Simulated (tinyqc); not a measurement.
Moment against the Stoner parameter: Stoner model of a band ferromagnet.

Density of states per atom and spin: flat with a rise to the top, D(e) = (M/W) [1 - sp + 4 sp (e/W + 1/2)^3]. Levels e -/+ I m/2 for up and down spin, m = n_up - n_down, n_up + n_down = nd. At zero temperature e(N) is the energy below which N states lie, and E(m) = sum over spins of integral e D de - I m^2/4.

Values chosen for the exercise: W = 6 eV (band width, e from -W/2 to W/2); M = 5 (states per atom and spin); nd = 7.94 (electrons per atom); sp = 0.31 (shape parameter).

Lowest state for each I.

Results:

| I (eV) | I D(EF) | m (muB) | E - E(0) (meV) |
|---|---|---|---|
| 0.47 | 0.602 | 0.000 | 0.0 |
| 0.63 | 0.807 | 0.000 | 0.0 |
| 0.71 | 0.909 | 0.000 | 0.0 |
| 0.78 | 0.999 | 0.000 | 0.0 |
| 0.86 | 1.101 | 2.060 | -76.1 |
| 0.98 | 1.255 | 2.060 | -203.4 |
| 1.18 | 1.511 | 2.060 | -415.6 |
| 1.41 | 1.806 | 2.060 | -659.6 |

A moment first appears at I = 0.86 eV of those listed, where I D(EF) = 1.101. It is saturated at 2.060 from I = 0.86 eV on. Between that row and the one before it m goes from zero to saturation; the table does not show whether the onset is abrupt.

Computed by tinyqc, a small Python program: `OMP_NUM_THREADS=1 python tinyqc.py 1651099 1651100 out.jsonl` (the numbers bound the seed that draws the inputs); one thread of a shared host (Intel(R) Xeon(R) Processor @ 2.30GHz), about 0.4 s for the whole set of steps.
